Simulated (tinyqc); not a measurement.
# Thin-film transistor with exponential tail and deep states, accumulation layer: effects of single changes

An undoped film in accumulation, thicker than the space-charge layer. With band bending psi the Fermi level lies E0 - psi below the band edge. Free electrons n = n0 exp(psi/Vt) carry the current; electrons in two exponential distributions of traps, a = a0 exp(psi/Va) and d = d0 exp(psi/Vp), do not. Linear regime, ohmic contacts, traps in equilibrium.

Parameters, values chosen for the exercise; values close to those of amorphous indium gallium zinc oxide:
```
symbol,value,unit,meaning
T,290,K,temperature
eps_r,10,,relative permittivity of the semiconductor
Nc,5.4e18,cm^-3,density of extended states
mb,16,cm^2/(V s),band mobility
Nt,3.9e18,cm^-3,total density of tail states
Tt,390,K,characteristic temperature of the tail
Nd,7e16,cm^-3,total density of deep states
Td,2160,K,characteristic temperature of the deep states
E0,0.59,eV,bulk Fermi level below the band edge
Ci,100,nF/cm^2,gate capacitance
WL,20,,ratio W/L
Vd,0.1,V,drain voltage
Vg,2.1,V,gate voltage above flat band
```

Constants: q = 1.602176634e-19 C, kB = 1.380649e-23 J/K, Vt = kB T/q, eps0 = 8.8541878128e-14 F/cm where lengths are in cm. Results are converted to the units shown.

Each table varies one quantity; the others keep the values above.

## Effect of the characteristic temperature of the tail

Va = kB Tt/q, Vp = kB Td/q; n0 = Nc exp(-E0/Vt), a0 = Nt th(T/Tt) exp(-E0/Va), d0 = Nd th(T/Td) exp(-E0/Vp), th(x) = pi x/sin(pi x). G(psi) = sum over the three kinds of c0 [V (exp(psi/V) - 1) - psi], field F = sqrt(2 q G/(eps0 eps_r)); Vg = psi + eps0 eps_r F/Ci at the surface. Total charge Q = Ci (Vg - psi_s); free charge Qf = q times the integral of n0 (exp(psi/Vt) - 1)/F over psi from 0 to psi_s; I = (W/L) mb Qf Vd; effective mobility mb Qf/Q.

Results:

| Tt (K) | E0 - psi_s (eV) | Q (nC/cm^2) | free share (%) | effective mobility (cm^2/(V s)) | I (nA) |
|---|---|---|---|---|---|
| 360 | 0.06339 | 157.3 | 9.315 | 1.490 | 469.0 |
| 400 | 0.06134 | 157.1 | 9.803 | 1.568 | 492.9 |
| 440 | 0.06185 | 157.2 | 9.322 | 1.492 | 468.9 |
| 480 | 0.06368 | 157.4 | 8.425 | 1.348 | 424.3 |
| 560 | 0.06958 | 158.0 | 6.317 | 1.011 | 319.3 |
| 600 | 0.07330 | 158.3 | 5.316 | 0.8505 | 269.3 |
| 640 | 0.07741 | 158.7 | 4.410 | 0.7055 | 224.0 |

Estimate the missing row, Tt = 520 K.

Computed row:

| Tt (K) | E0 - psi_s (eV) | Q (nC/cm^2) | free share (%) | effective mobility (cm^2/(V s)) | I (nA) |
|---|---|---|---|---|---|
| 520 | 0.06633 | 157.6 | 7.378 | 1.180 | 372.1 |

With this row back in the table: As Tt goes from 360 to 640 K, the free share goes from 9.32 through a maximum of 9.80 (at Tt = 400 K among the rows listed) to 4.41 %, the distance of the Fermi level from the edge goes from 0.0634 through a minimum of 0.0613 (at Tt = 400 K among the rows listed) to 0.0774 eV and the current goes from 469 through a maximum of 493 (at Tt = 400 K among the rows listed) to 224 nA. Q varies by only 1.0 %: the gate sets the charge, the traps decide how much of it moves. For Tt = 360 to 600 K the th form, which assumes a Fermi level far below the edge, overcounts the filled tail at the surface by more than 15 %.

## Effect of the total density of deep states

Same model as above.

Result of one run:

| Nd (cm^-3) | E0 - psi_s (eV) | Q (nC/cm^2) | free share (%) | effective mobility (cm^2/(V s)) | I (nA) |
|---|---|---|---|---|---|
| 1.7e16 | 0.05942 | 156.9 | 11.35 | 1.816 | 570.0 |

What becomes of these results when the total density of deep states Nd is changed from 1.7e16 to 4.1e16 cm^-3, all else the same?

Result of the changed run:

| Nd (cm^-3) | E0 - psi_s (eV) | Q (nC/cm^2) | free share (%) | effective mobility (cm^2/(V s)) | I (nA) |
|---|---|---|---|---|---|
| 4.1e16 | 0.06036 | 157.0 | 10.59 | 1.694 | 531.9 |

The whole series:

| Nd (cm^-3) | E0 - psi_s (eV) | Q (nC/cm^2) | free share (%) | effective mobility (cm^2/(V s)) | I (nA) |
|---|---|---|---|---|---|
| 7e15 | 0.05903 | 156.9 | 11.73 | 1.877 | 589.0 |
| 1.7e16 | 0.05942 | 156.9 | 11.35 | 1.816 | 570.0 |
| 4.1e16 | 0.06036 | 157.0 | 10.59 | 1.694 | 531.9 |
| 9.9e16 | 0.06271 | 157.3 | 9.117 | 1.459 | 458.9 |
| 2.4e17 | 0.06880 | 157.9 | 6.536 | 1.046 | 330.2 |
| 5.8e17 | 0.08609 | 159.6 | 2.887 | 0.4619 | 147.4 |
| 1.4e18 | 0.1391 | 164.9 | 0.3010 | 0.04815 | 15.88 |

As Nd goes from 7e15 to 1.4e18 cm^-3, the free share falls from 11.7 to 0.301 %, the distance of the Fermi level from the edge rises from 0.0590 to 0.139 eV and the current falls from 589 to 15.9 nA. Q varies by only 5.0 %: the gate sets the charge, the traps decide how much of it moves. In every row the th form, which assumes a Fermi level far below the edge, overcounts the filled tail at the surface by more than 15 %.

Numbers from tinyqc (`OMP_NUM_THREADS=1 python tinyqc.py 2610125 2610126 out.jsonl`; about 0.02 s on one thread of a shared Intel Xeon 2.30GHz).
